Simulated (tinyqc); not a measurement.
Inputs raised by 10 %, one at a time: electron-beam lithography: double-Gaussian proximity function, edge placement and dose correction for parallel lines. Computed by tinyqc, a small Python program. Command: `OMP_NUM_THREADS=1 python tinyqc.py 3110142 3110143 out.jsonl proximity sens`. One thread of a shared host (Intel(R) Xeon(R) Processor @ 2.30GHz), about 0.02 s of CPU time with the checks.

Lines are infinitely long. Absorbed energy is counted so that the middle of a very large area written at dose 1 receives 1; the resist develops where it exceeds 1/2.

Inputs (values chosen for the exercise, of the order of those for 50 keV electrons in resist on silicon):

| quantity | value | unit |
|---|---|---|
| forward range alpha | 0.013 | micrometre |
| backscatter range beta | 8.8 | micrometre |
| backscatter ratio eta | 1 | - |
| base dose D0 | 73 | microcoulomb/cm^2 |
| beam current | 0.15 | nA |
| pixel size | 5 | nm |
| width of the test line | 0.17 | micrometre |
| pattern density around the test line | 0.41 | - |

line widths (micrometre): 0.058  1.8  0.041  4.7

gaps between the lines (micrometre): 2.5  0.12  2

Constants: e = 1.602176634e-19 C.

Method:
- The first line starts at x = 0; each next one starts after the width and the gap.
- f(r) = [exp(-r^2/alpha^2)/alpha^2 + eta exp(-r^2/beta^2)/beta^2]/(pi (1 + eta)). A line from a to b at dose d gives E(x) = d [S(alpha) + eta S(beta)]/(1 + eta), S(s) = [erf((b - x)/s) - erf((a - x)/s)]/2.
- M_ij is the mean of E at the two edges of line i from line j at dose 1.
- Uncorrected edge energies are M 1. Solve M d = 1/2 for the doses d that put the mean edge energy of every line at the threshold.
- A test line of width w << beta in surroundings of density rho, all at dose d: near its edge E(x) = d [S + eta rho]/(1 + eta), S = [erf((b - x)/alpha) - erf((a - x)/alpha)]/2 for edges a and b, the second term being the background energy. Dose to size d_s = (1 + eta)/(erf(w/alpha) + 2 eta rho), dose = d_s D0; edge slope d [1 - exp(-w^2/alpha^2)]/(sqrt(pi) alpha (1 + eta)); width change per 1 % of dose = 2 x 0.01 x (1/2)/slope.
- With dose = d_s D0: electrons per pixel N = dose x pixel area/e; relative noise 1/sqrt(N); time per cm^2 of pattern area = dose x density/current; pixel rate = current/(dose x pixel area).

Runs:

| input moved | from | to | width change per 1 % of dose (nm) | largest over smallest dose | writing time per cm^2 (h) | shot noise (%) |
|---|---|---|---|---|---|---|
| base run | - | - | 0.41936 | 1.2740 | 60.908 | 8.9381 |
| forward range alpha (micrometre) | 0.013 | 0.0143 | 0.46130 | 1.2740 | 60.908 | 8.9381 |
| backscatter ratio eta | 1 | 1.1 | 0.43826 | 1.3010 | 61.196 | 8.9170 |
| width of the test line (micrometre) | 0.17 | 0.187 | 0.41936 | 1.2740 | 60.908 | 8.9381 |
| pattern density around the test line | 0.41 | 0.451 | 0.43826 | 1.2740 | 64.110 | 9.1372 |
| base dose D0 (microcoulomb/cm^2) | 73 | 80.3 | 0.41936 | 1.2740 | 66.998 | 8.5221 |
| beam current (nA) | 0.15 | 0.165 | 0.41936 | 1.2740 | 55.371 | 8.9381 |
| pixel size (nm) | 5 | 5.5 | 0.41936 | 1.2740 | 60.908 | 8.1255 |

Exponents ln(y'/y) / ln(x'/x):

| input | width change per 1 % of dose | largest over smallest dose | writing time per cm^2 | shot noise |
|---|---|---|---|---|
| forward range alpha | 1.000 | 0.00 | 0.000 | 0.000 |
| backscatter ratio eta | 0.462 | 0.22 | 0.050 | -0.025 |
| width of the test line | 0.000 | 0.00 | 0.000 | 0.000 |
| pattern density around the test line | 0.462 | 0.00 | 0.538 | 0.231 |
| base dose D0 | 0.000 | 0.00 | 1.000 | -0.500 |
| beam current | 0.000 | 0.00 | -1.000 | 0.000 |
| pixel size | 0.000 | 0.00 | 0.000 | -1.000 |

Which inputs matter most for each result?

Among the inputs moved here: width change per 1 % of dose answers most in size to forward range alpha (exponent +1.000), next to backscatter ratio eta (+0.462); its exponent is below 0.0005 for width of the test line, base dose D0, beam current, pixel size. Its exponent +1.000 in forward range alpha: the edge slope goes as 1/alpha. Largest over smallest dose answers most in size to backscatter ratio eta (exponent +0.220); its exponent is below 0.0005 for forward range alpha, width of the test line, pattern density around the test line, base dose D0, beam current, pixel size. Writing time per cm^2 answers most in size to beam current (exponent -1.000), and about equally to base dose D0 (+1.000); its exponent is below 0.0005 for forward range alpha, width of the test line, pixel size. Shot noise answers most in size to pixel size (exponent -1.000), next to base dose D0 (-0.500); its exponent is below 0.0005 for forward range alpha, width of the test line, beam current.

Extremes, crossings and ranges named in words are read from the listed rows.
